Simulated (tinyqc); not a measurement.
# Dopant mobility from one pulse

Question. With linear drift and no window, R = Ron x + Roff (1 - x), dx/dt = k i, k = mv Ron/D^2, and so R^2 = R0^2 - 2 k (Roff - Ron) phi after the flux phi. Find x0, k, mv and the charge passed.

Values chosen for this exercise: resistance of the fully doped film Ron = 100 ohm; resistance of the undoped film Roff = 5000 ohm; film thickness D = 15 nm.

R before and after a pulse of flux 0.1 V s (ohm): 3775  3145.6429

Answer. R^2 is linear in the flux and R is linear in the charge.

x0 = 0.250
k = 4.44e3 1/C
mv = 1.00e-14 m^2/(V s)
charge = 28.9 uC

Computed by the program tinyqc: `OMP_NUM_THREADS=1 python tinyqc.py 2880031 2880032 out.jsonl`, one thread of a shared Intel Xeon 2.30GHz, about 0.1 s for the whole run.
